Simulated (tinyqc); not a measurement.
## Square on-chip spiral inductor, lumped pi model: quality factor against frequency

Outer diameter do = di + 2 n wd + 2 (n - 1) sp, mean da = (do + di)/2, fill p = (do - di)/(do + di), length l = 4 n da. L = 2.34 mu0 n^2 da/(1 + 2.75 p), mu0 = 4 pi 1e-7 H/m. Rs = rho l/(wd delta (1 - exp(-th/delta))), delta = sqrt(rho/(pi f mu0)). Cs = n wd^2 eps0 eo/hu across the coil. At each end Cox = l wd eps0 eo/(2 ho) leads to the substrate branch Rsi = 2 rs he/(l wd) in parallel with Csi = l wd eps0 11.7/(2 he). With one end grounded Y = 1/(Rs + i w L) + i w Cs + 1/[1/(i w Cox) + 1/(1/Rsi + i w Csi)], w = 2 pi f; Q = -Im Y/Re Y. Eddy currents in neighbouring turns and in the substrate are left out.

Apparent inductance Im(1/Y)/w; share of the loss Re(substrate branch)/Re Y.

Inputs (values chosen for the exercise); values of the order met in silicon radio-frequency processes: number of turns n = 2.5; line width wd = 20 um; space between turns sp = 3 um; inner diameter di = 140 um; metal thickness th = 0.9 um; metal resistivity rho = 3 uohm cm; oxide below the coil ho = 7.1 um; oxide between coil and underpass hu = 0.8 um; relative permittivity of the oxide eo = 3; substrate resistivity rs = 100 ohm cm; effective spreading depth in the substrate he = 80 um.

Constants: eps0 = 8.8541878128e-12 F/m. Results are converted to the units shown.

Quality factor against frequency:
```
f (GHz)  Rs (ohm)  w L/Rs       Q  apparent inductance (nH)  loss in the substrate (%)
0.26        3.519  0.9372  0.9360                     2.018                    0.02680
0.42        3.597   1.481   1.478                     2.019                    0.08172
0.69        3.701   2.365   2.352                     2.021                     0.2460
1.1         3.828   3.645   3.600                     2.028                     0.6457
1.8         4.003   5.704   5.526                     2.045                      1.689
3           4.244   8.967   8.247                     2.095                      4.358
4.9         4.553   13.65   11.03                     2.238                      10.21
8.1         4.978   20.64   11.69                     2.762                      22.15
13          5.516   29.90   5.385                     6.528                      39.82
```

What does the table show?

Q goes from 0.936 through a maximum of 11.7 (at f = 8.1 GHz among the rows listed) to 5.39; the exact peak is 12.0 at 6.92 GHz and Q reaches zero at the self-resonance, 15.5 GHz. The share of the substrate rises from 0.0268 to 39.8 %, and the apparent inductance ends at 3.23 times L. At the peak the substrate takes 17.6 % of the loss.

tinyqc, about 0.01 s, one thread, Intel Xeon 2.30GHz (shared host): `OMP_NUM_THREADS=1 python tinyqc.py 2302235 2302236 out.jsonl`
